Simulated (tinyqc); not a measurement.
Single-band model of a thermoelectric material: one step, computed by the program tinyqc.

One spherical band, one scattering law, no minority carriers and no phonon drag. In a real material minority carriers limit |S| to about E_g/(2 e T), so larger values are formal. eta = E_F/(k_B T) is counted from the band edge; f = 1/(1 + exp(x - eta)).

Problem. Coefficients. sigma = e mu_0 N_0 <s> with mu_0 = e tau_0/m = mu_300 (T/300 K)^(-p); |S| = (k_B/e)(<x s>/<s> - eta); Lorenz number L = (k_B/e)^2 (<x^2 s>/<s> - (<x s>/<s>)^2); kappa_e = L sigma T; zT = S^2 sigma T/(kappa_L + kappa_e). Hall factor r_H = <G^(3/2)> <G^(3/2 + 2r)/D^4>/<s>^2; drift mobility sigma/(n e) with n = N_0 <G^(3/2)>; power factor S^2 sigma.

Inputs (values chosen for the exercise, modelled on n-type PbSe):
```
quantity                              value        unit
mobility parameter mu_300              1300  cm^2/(V s)
temperature exponent p                  2.5           -
lattice thermal conductivity kappa_L    1.1     W/(m K)
temperature T                           550           K
```

Band: Kane. Scattering: acoustic phonons, r = -0.5.

N_0 = 7.318043e+18 1/cm^3

<s> = 0.02311086

<x s> = 0.03742972

reduced Fermi level eta = -3.173889

<x^2 s> = 0.09321729

<G^(3/2)> = 0.08882156

<G^(3/2 + 2r)/D^4> = 0.01323728

Constants: e = 1.602176634e-19 C; k_B = 8.617333262e-05 eV/K.

Give: conductivity sigma; Seebeck coefficient |S|; Lorenz number L; drift mobility; Hall factor r_H; power factor; kappa_e; zT.

Solution.

conductivity sigma = 7.7404 S/cm

Seebeck coefficient |S| = 413.07 microvolt/K

Lorenz number L = 1.0474 1e-8 V^2/K^2

drift mobility = 74.325 cm^2/(V s)

Hall factor r_H = 2.2013

power factor = 1.3207 microwatt/(cm K^2)

kappa_e = 0.0044590 W/(m K)

zT = 0.065769

L is 43 % of the degenerate value pi^2/3 (k_B/e)^2 = 2.443. The charge carriers transport 0 % of the heat.
